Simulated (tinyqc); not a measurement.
Koster-Slater impurity in a tight-binding band, by Green functions and by supercells: one step, computed by the program tinyqc. Command: `OMP_NUM_THREADS=1 python tinyqc.py 3014416 3014417 out.jsonl kosterslater walk`. One thread of a shared host (Intel(R) Xeon(R) Processor @ 2.30GHz), about 0.06 s of CPU time with the checks.

One orbital per site, e(k) = -2 t sum cos(k_i) over 3 direction(s), band from -6 t to 6 t, lattice constant 1. One site has the extra energy U. Spin is left out.

Question. The host Green function outside the band. Outside the band G0(E) = (1/pi) int_0^pi dk (2/(pi z)) K(16 t^2/z^2), z = E + 2 t cos k, K the complete elliptic integral with parameter m; 200 Gauss-Legendre points. A bound state solves 1/U = G0(E). Energies: 0.05, 0.2, 0.5, 1, 2, 4 and 8 t beyond the band edge on the side of U, rounded to four digits.

Inputs (values chosen for the exercise, for a model band): hopping t = 1.9 eV; impurity potential U = -10.7 eV.

Lattice: simple cubic.

Give: Scan on the side of U.

Answer.

Scan on the side of U:

| E (eV) | G0 (1/eV) | 1/U - G0 (1/eV) |
|---|---|---|
| -11.49 | -0.1237 | 0.03019 |
| -11.78 | -0.1135 | 0.02002 |
| -12.35 | -0.1020 | 0.00858 |
| -13.30 | -0.0897 | -0.00371 |
| -15.20 | -0.0742 | -0.01928 |
| -19.00 | -0.0564 | -0.03706 |
| -26.60 | -0.0388 | -0.05461 |

G0 stays finite at the band edge, 0.252731/t in size, so binding needs |U| > 3.957 t.
